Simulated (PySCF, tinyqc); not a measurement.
RHF in the sto-3g basis, for BeH+, spin multiplicity 1, step by step. The lowest restricted solution is unstable here: a spin-polarised one lies 0.0301 hartree lower (PySCF). One step of it, computed by the program tinyqc.

Question. Iteration 2: building the Fock matrix. J_ij = sum D_kl (ij|kl), K_ij = sum D_kl (ik|jl); F = H + J - 0.5 K; E = tr D H + tr D J / 2 - 0.25 tr D K + E_nn.

D after iteration 1:
```
            1Be 1s     1Be 2s   1Be 2px   1Be 2py    1Be 2pz      2H 1s
1Be 1s    2.054847  -0.231971  0.000000  0.000000  -0.132011  -0.199334
1Be 2s   -0.231971   0.972310  0.000000  0.000000   0.435235   0.664303
1Be 2px   0.000000   0.000000  0.000000  0.000000   0.000000   0.000000
1Be 2py   0.000000   0.000000  0.000000  0.000000   0.000000   0.000000
1Be 2pz  -0.132011   0.435235  0.000000  0.000000   0.195221   0.297937
2H 1s    -0.199334   0.664303  0.000000  0.000000   0.297937   0.454700
```

core Hamiltonian H = T + V (hartree):
```
            1Be 1s     1Be 2s    1Be 2px    1Be 2py    1Be 2pz      2H 1s
1Be 1s   -8.120676  -1.998061   0.000000   0.000000  -0.007421  -0.102192
1Be 2s   -1.998061  -2.354068   0.000000   0.000000  -0.077563  -0.442292
1Be 2px   0.000000   0.000000  -1.869329   0.000000   0.000000   0.000000
1Be 2py   0.000000   0.000000   0.000000  -1.869329   0.000000   0.000000
1Be 2pz  -0.007421  -0.077563   0.000000   0.000000  -1.918915  -0.557233
2H 1s    -0.102192  -0.442292   0.000000   0.000000  -0.557233  -1.480578
```

Two-electron integrals (ij|kl) in chemists' order, unique and non-zero (hartree):
```
(11|11) 2.298831   (21|11) 0.392036   (21|21) 0.079539   (22|11) 0.570988
(22|21) 0.143041   (22|22) 0.417683   (31|31) 0.014607   (32|31) 0.021888
(32|32) 0.092265   (33|11) 0.569578   (33|21) 0.143083   (33|22) 0.417589
(33|33) 0.449859   (41|41) 0.014607   (42|41) 0.021888   (42|42) 0.092265
(43|43) 0.024249   (44|11) 0.569578   (44|21) 0.143083   (44|22) 0.417589
(44|33) 0.401360   (44|44) 0.449859   (51|51) 0.014607   (52|51) 0.021888
(52|52) 0.092265   (53|53) 0.024249   (54|54) 0.024249   (55|11) 0.569578
(55|21) 0.143083   (55|22) 0.417589   (55|33) 0.401360   (55|44) 0.401360
(55|55) 0.449859   (61|11) 0.019269   (61|21) 0.003917   (61|22) 0.007139
(61|33) 0.007091   (61|44) 0.007091   (61|51) 0.000382   (61|52) 0.000717
(61|55) 0.007238   (61|61) 0.000204   (62|11) 0.077727   (62|21) 0.019922
(62|22) 0.067854   (62|33) 0.064997   (62|44) 0.064997   (62|51) 0.002506
(62|52) 0.018266   (62|55) 0.073492   (62|61) 0.001096   (62|62) 0.020962
(63|31) 0.001349   (63|32) 0.007256   (63|53) 0.002765   (63|63) 0.001355
(64|41) 0.001349   (64|42) 0.007256   (64|54) 0.002765   (64|64) 0.001355
(65|11) 0.097082   (65|21) 0.025071   (65|22) 0.088447   (65|33) 0.083558
(65|44) 0.083558   (65|51) 0.003872   (65|52) 0.027779   (65|55) 0.098121
(65|61) 0.001411   (65|62) 0.030140   (65|65) 0.043838   (66|11) 0.253480
(66|21) 0.065766   (66|22) 0.249482   (66|33) 0.234813   (66|44) 0.234813
(66|51) 0.007378   (66|52) 0.073651   (66|55) 0.278395   (66|61) 0.003606
(66|62) 0.108706   (66|65) 0.162511   (66|66) 0.774606
```

nuclear repulsion = 1.01423519 hartree

Give: Coulomb J; exchange K; Fock matrix F; total energy of this density.

Answer.

Coulomb J (hartree):
```
         1Be 1s  1Be 2s  1Be 2px  1Be 2py  1Be 2pz  2H 1s
1Be 1s    5.477   1.005    0.000    0.000    0.024  0.051
1Be 2s    1.005   1.848    0.000    0.000    0.149  0.341
1Be 2px   0.000   0.000    1.828    0.000    0.000  0.000
1Be 2py   0.000   0.000    0.000    1.828    0.000  0.000
1Be 2pz   0.024   0.149    0.000    0.000    1.878  0.456
2H 1s     0.051   0.341    0.000    0.000    0.456  1.441
```

exchange K (hartree):
```
         1Be 1s  1Be 2s  1Be 2px  1Be 2py  1Be 2pz  2H 1s
1Be 1s    4.620   0.801    0.000    0.000   -0.004  0.038
1Be 2s    0.801   0.624    0.000    0.000    0.309  0.363
1Be 2px   0.000   0.000    0.126    0.000    0.000  0.000
1Be 2py   0.000   0.000    0.000    0.126    0.000  0.000
1Be 2pz  -0.004   0.309    0.000    0.000    0.311  0.317
2H 1s     0.038   0.363    0.000    0.000    0.317  0.647
```

Fock matrix F (hartree):
```
         1Be 1s  1Be 2s  1Be 2px  1Be 2py  1Be 2pz   2H 1s
1Be 1s   -4.954  -1.393    0.000    0.000    0.018  -0.071
1Be 2s   -1.393  -0.818    0.000    0.000   -0.084  -0.283
1Be 2px   0.000   0.000   -0.104    0.000    0.000   0.000
1Be 2py   0.000   0.000    0.000   -0.104    0.000   0.000
1Be 2pz   0.018  -0.084    0.000    0.000   -0.197  -0.260
2H 1s    -0.071  -0.283    0.000    0.000   -0.260  -0.362
```

total energy of this density = -14.56203 hartree
